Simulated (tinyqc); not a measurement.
Worked calculation: armchair graphene nanoribbon in tight binding. Values are carried at full precision from step to step, so a last printed digit may differ when a step is redone from the rounded ones.

An armchair ribbon of N dimer lines, width (N - 1) sqrt3 acc/2, period 3 acc, one pz orbital a site. In line n, A_n binds to B_n with -t exp(ik/3), times (1 + d) in the two edge lines, and to B_(n-1) and B_(n+1) with -t exp(-ik/6); k runs from -pi to pi. For d = 0 the modes across the ribbon are sin(n p pi/(N + 1)), p = 1 to N, with E = -/+ t sqrt(1 + 4 c^2 + 4 c cos(k/2)), c = cos(p pi/(N + 1)).

Parameters, chosen for this exercise (near those used for graphene; shifted at random, so the results belong to these values and not to a real crystal):

| symbol | value | unit | meaning |
|---|---|---|---|
| t | 2.55 | eV | hopping |
| N | 3 |  | dimer lines |
| k | 0.18 |  | k times the period 3 acc |
| d | 0.05 |  | relative strengthening of the edge bonds |

## Transverse modes without edge correction

For each p give c, |E| at k = 0, t |1 + 2c|, and |E| at the given k.

Modes:

| p | c | \|E\| at k = 0 (eV) | \|E\| at k (eV) |
|---|---|---|---|
| 1 | 0.7071 | 6.1562 | 6.1502 |
| 2 | 0.0000 | 2.5500 | 2.5500 |
| 3 | -0.7071 | 1.0562 | 1.0909 |

N = 3 = 3 x 1 + 0. No mode has c = -1/2; the nearest, p = 3, leaves a gap of 2.1125 eV.

## The Hamiltonian at k

Fill in the matrix.

H(k) (eV):
```
                 A1               A2               A3               B1               B2               B3
A1                0                0                0  -2.6727-0.1606i  -2.5489+0.0765i                0
A2                0                0                0  -2.5489+0.0765i  -2.5454-0.1529i  -2.5489+0.0765i
A3                0                0                0                0  -2.5489+0.0765i  -2.6727-0.1606i
B1  -2.6727+0.1606i  -2.5489-0.0765i                0                0                0                0
B2  -2.5489-0.0765i  -2.5454+0.1529i  -2.5489-0.0765i                0                0                0
B3                0  -2.5489-0.0765i  -2.6727+0.1606i                0                0                0
```

## Levels at k

Diagonalise H.

levels (eV): -6.2144  -2.6775  -1.0307  1.0307  2.6775  6.2144

The levels come in pairs +E, -E because only A-B bonds occur.

## The gap with the edge correction

First order in d: for the mode p nearest to c = -1/2 the gap is 2t |1 + 2c + d w|, w = 4 sin^2(p pi/(N + 1))/(N + 1) being the weight on the two edge lines. Compare with twice the smallest |E| of H(0).

p = 3
w = 0.5000
gap to first order = 1.9850 eV
gap from H(0) = 1.9861 eV

First order misses the full value by -1.1 meV.

## Checks

- Positive levels of H(k) for d = 0 against the mode formula: they agree to 1e-10 or better.

tinyqc: `OMP_NUM_THREADS=1 python tinyqc.py 1450940 1450941 out.jsonl`; about 0.04 s, one thread, shared Intel(R) Xeon(R) Processor @ 2.30GHz.
